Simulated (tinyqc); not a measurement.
# Abrupt p-n junction, non-linear Poisson equation by Newton steps, step by step

Program tinyqc, `OMP_NUM_THREADS=1 python tinyqc.py 2000148 2000149 out.jsonl`; Intel Xeon 2.30GHz, shared host, one thread, about 0.02 s. Printed values are rounded; ~0 in a residual or rate marks an entry under 1e-11 of the largest of its column.

One dimension, p side on the left, n side on the right; net doping C = -Na for x < 0 and +Nd for x > 0. The potential psi is counted from the intrinsic level, and the quasi-Fermi potentials are flat: 0 for holes and -V for electrons, so n = ni exp((psi + V)/Vt) and p = ni exp(-psi/Vt) (Boltzmann statistics, full ionisation, no current). Under reverse bias this makes the minority densities vanishingly small everywhere; they play no part in the charge.

Inputs (values chosen for the exercise); band and dielectric values close to those of indium phosphide:

| symbol | value | unit | meaning |
|---|---|---|---|
| T | 273 | K | temperature |
| Eg | 1.33 | eV | band gap |
| eps_r | 12.6 |  | relative permittivity |
| Nc | 4.92e17 | cm^-3 | conduction-band density of states at T |
| Nv | 9.64e18 | cm^-3 | valence-band density of states at T |
| Na | 4.9e16 | cm^-3 | acceptor density of the p side |
| Nd | 3.8e17 | cm^-3 | donor density of the n side |
| V | -0.7 | V | bias of the p side against the n side |

Constants: q = 1.602176634e-19 C, kB = 1.380649e-23 J/K, Vt = kB T/q, eps0 = 8.8541878128e-14 F/cm where lengths are in cm. Results are converted to the units shown.

Range of the model: The donor density exceeds a fifth of the band density of states, where Boltzmann statistics begin to fail.

## Intrinsic density, end potentials and Debye lengths

ni = sqrt(Nc Nv) exp(-Eg/(2 Vt)), Eg in volts; psi_p = -Vt ln(Na/ni), psi_n = Vt ln(Nd/ni) - V; Debye length sqrt(eps0 eps_r Vt/(q N)).

ni = 1.15249e6 cm^-3
psi_p = -0.575739 V
psi_n = 1.32393 V
Debye length, p side = 18.2841 nm
Debye length, n side = 6.56569 nm

## Net doping on the mesh

x, node 0 to 13 (nm): [-456, -299, -194, -122, -74.3, -41.8, -19.8, -5, 5, 16.8, 30.6, 46.8, 65.9, 88.3]

C = -Na for x < 0 and +Nd for x > 0, taken at the nodes.

net doping C, node 0 to 13 (cm^-3): [-4.9e16, -4.9e16, -4.9e16, -4.9e16, -4.9e16, -4.9e16, -4.9e16, -4.9e16, 3.8e17, 3.8e17, 3.8e17, 3.8e17, 3.8e17, 3.8e17]

## Couplings between neighbouring nodes

a_i = eps0 eps_r/h_i for the interval from node i to i + 1, with h_i = x_(i+1) - x_i in cm.

coupling a_i, interval 0 to 12 (F/cm^2): [7.10591e-8, 1.06250e-7, 1.54948e-7, 2.33884e-7, 3.43270e-7, 5.07103e-7, 7.53802e-7, 1.11563e-6, 9.45447e-7, 8.08426e-7, 6.88659e-7, 5.84098e-7, 4.98048e-7]

## Starting potential

The parabolas of an abrupt Na-Nd junction in the depletion approximation: psi_p + q Na (x + xp)^2/(2 eps0 eps_r) for -xp < x < 0, psi_n - q Nd (xn - x)^2/(2 eps0 eps_r) for 0 < x < xn, flat outside, with W = sqrt(2 eps0 eps_r (psi_n - psi_p)(1/Na + 1/Nd)/q), xp = W Nd/(Na + Nd), xn = W Na/(Na + Nd), psi_p = -Vt ln(Na/ni), psi_n = Vt ln(Nd/ni) - V.

psi at the start, node 0 to 13 (V): [-0.57574, -0.57574, -0.55430, -0.24682, 0.15778, 0.52517, 0.81604, 1.03088, 1.17707, 1.28847, 1.32393, 1.32393, 1.32393, 1.32393]

## Iteration 1: densities, residual and Jacobian diagonal

n_i = ni exp((psi_i + V)/Vt), p_i = ni exp(-psi_i/Vt), rho_i = p_i - n_i + C_i, g_i = (n_i + p_i)/Vt. Box widths w_i = (h_(i-1) + h_i)/2 in cm. Residual F_i = a_i (psi_(i+1) - psi_i) - a_(i-1) (psi_i - psi_(i-1)) + q rho_i w_i; Jacobian: a_(i-1) and a_i beside the diagonal, b_i = -a_(i-1) - a_i - q g_i w_i on it. The two end nodes are fixed.

```
node    n (cm^-3)    p (cm^-3)
0     3.24020e-18       4.9e16
1     3.24020e-18       4.9e16
2     8.06188e-18   1.96939e16
3     3.82587e-12   4.14991e10
4      1.12706e-4      1408.71
5         682.437   2.32651e-4
6       1.59894e8  9.92971e-10
7      1.47907e12  1.07345e-13
8      7.39160e14  2.14798e-16
9      8.41866e16  1.88593e-18
10         3.8e17  4.17816e-19
11         3.8e17  4.17816e-19
12         3.8e17  4.17816e-19
13         3.8e17  4.17816e-19
```

```
node  residual F (C/cm^2)  diagonal b (F/cm^2)
1              2.27839e-9          -4.54893e-6
2              3.81115e-9          -1.44820e-6
3             3.97936e-14          -3.88834e-7
4                      ~0          -5.77154e-7
5                      ~0          -8.50374e-7
6            -4.71365e-17          -1.26091e-6
7             -8.59197e-9          -1.86944e-6
8              8.46259e-9          -2.06656e-6
9             -1.59934e-8          -2.48776e-6
10            -2.86634e-8          -5.37903e-6
11                     ~0          -5.84052e-6
12                     ~0          -6.45217e-6
```

## Iteration 1: Newton step

Solve the tridiagonal system a_(i-1) d_(i-1) + b_i d_i + a_i d_(i+1) = -F_i for nodes 1 to 12, with d = 0 on fixed nodes. Each component d is damped to sign(d) Vt ln(1 + |d|/Vt) before it is added.

Newton step d, before damping, node 1 to 12 (V): [0.0005484, 0.0020373, -0.0059315, -0.0112111, -0.0148082, -0.0172432, -0.0188813, -0.0122869, -0.0135276, -0.0074757, -0.0008895, -0.0000805]
psi after iteration 1, node 0 to 13 (V): [-0.57574, -0.57520, -0.55234, -0.25211, 0.14862, 0.51368, 0.80311, 1.01702, 1.16719, 1.27778, 1.31744, 1.32305, 1.32385, 1.32393]

## Iteration 2: densities, residual and Jacobian diagonal

As before.

```
node    n (cm^-3)    p (cm^-3)
0     3.24020e-18       4.9e16
1     3.31574e-18   4.78837e16
2     8.76003e-18   1.81244e16
3     3.05548e-12   5.19624e10
4      7.63305e-5      2080.03
5         418.812   3.79096e-4
6       9.22661e7   1.72078e-9
7      8.20520e11  1.93499e-13
8      4.85560e14  3.26983e-16
9      5.34510e16  2.97039e-18
10     2.88365e17  5.50586e-19
11     3.66155e17  4.33614e-19
12     3.78704e17  4.19246e-19
13         3.8e17  4.17816e-19
```

```
node  residual F (C/cm^2)  diagonal b (F/cm^2)
1             4.68739e-11          -4.44933e-6
2             3.13305e-10          -1.35360e-6
3             2.15315e-10          -3.88835e-7
4             1.11353e-10          -5.77154e-7
5             6.10441e-11          -8.50374e-7
6             3.61088e-11          -1.26091e-6
7             -3.45733e-9          -1.86944e-6
8              3.31341e-9          -2.06468e-6
9             -5.54105e-9          -2.21982e-6
10            -6.16344e-9          -4.44292e-6
11            5.08849e-10          -5.67410e-6
12            7.95799e-12          -6.43386e-6
```

## Iteration 2: Newton step

As before.

Newton step d, before damping, node 1 to 12 (in units of 1e-3 V): [0.01184, 0.05456, -1.55347, -3.53941, -5.21690, -6.47281, -7.36560, -4.86988, -5.44809, -2.41029, -0.20464, -0.01734]
psi after iteration 2, node 0 to 13 (V): [-0.57574, -0.57518, -0.55229, -0.25361, 0.14532, 0.50897, 0.79739, 1.01061, 1.16276, 1.27288, 1.31514, 1.32285, 1.32383, 1.32393]

## Course of the Newton iteration

Stop when the largest undamped |d| is below 1e-9 V, or after 80 iterations.

Course of the iteration:
```
iteration  largest |F| (C/cm^2)  largest |d| (V)  at node
1                       2.87e-8           0.0189        7
2                       6.16e-9          7.37e-3        7
3                      9.25e-10          1.24e-3        7
4                      3.03e-11          3.74e-5        7
5                      3.69e-14          3.30e-8        7
6                      3.59e-20         2.45e-14        7
```

Converged in 6 iterations. Once the step is below 0.1 Vt, 3 more iteration(s) reach the threshold: near the solution the error is roughly squared each time.

## Converged densities, field and charge

converged psi, node 0 to 13 (V): [-0.57574, -0.57519, -0.55230, -0.25378, 0.14489, 0.50823, 0.79636, 1.00936, 1.16201, 1.27201, 1.31487, 1.32283, 1.32383, 1.32393]

n and p as above; field E_i = -(psi_(i+1) - psi_i)/h_i on each interval; charge on either side of the peak Q = eps0 eps_r |E|max (Gauss).

```
node    n (cm^-3)    p (cm^-3)
0     3.24020e-18       4.9e16
1     3.31737e-18   4.78603e16
2     8.77527e-18   1.80929e16
3     2.84575e-12   5.57919e10
4      6.51421e-5      2437.29
5         332.150   4.78007e-4
6       6.92749e7   2.29188e-9
7      5.92571e11  2.67934e-13
8      3.89669e14  4.07448e-16
9      4.18245e16  3.79610e-18
10     2.58621e17  6.13911e-19
11     3.62686e17  4.37761e-19
12     3.78396e17  4.19586e-19
13         3.8e17  4.17816e-19
```

field E, interval 0 to 12 (kV/cm): [-0.035, -2.179, -41.461, -83.578, -111.796, -130.972, -143.920, -152.646, -93.223, -31.058, -4.911, -0.522, -0.044]
peak |E| = 152.646 kV/cm
charge Q = 170.296 nC/cm^2

## Check against the exact first integral and the depletion approximation

ni = sqrt(Nc Nv) exp(-Eg/(2 Vt)), Eg in volts. Exact first integral for an abrupt junction with thick neutral sides: psi_p = -Vt ln(Na/ni), psi_n = Vt ln(Nd/ni) - V, psi_j = (Nd psi_n + Na psi_p - Vt (Nd - Na))/(Na + Nd) at the junction, n_j = ni exp((psi_j + V)/Vt), p_j = ni exp(-psi_j/Vt), and E_j^2 = (2 q/(eps0 eps_r)) [Nd (psi_n - psi_j - Vt) + Vt (n_j + p_j)] (minority densities of the neutral sides neglected). Depletion approximation: Vbi = Vt ln(Na Nd/ni^2), W = sqrt(2 eps0 eps_r (Vbi - V)(1/Na + 1/Nd)/q), xp = W Nd/(Na + Nd), xn = W Na/(Na + Nd), peak field 2 (Vbi - V)/W, capacitance eps0 eps_r/W.

psi_j = 1.08880 V
exact field at the junction = 151.973 kV/cm
Vbi = 1.19967 V
W = 246.886 nm
peak field in the depletion approximation = 153.890 kV/cm

The depletion approximation gives a peak field 1.3 % above the exact one, since it leaves out the Debye tails of the majority carriers at the edges of the depleted layer. The 14-node mesh above gave 152.6 kV/cm on the interval that holds the junction, 0.44 % above the exact value.
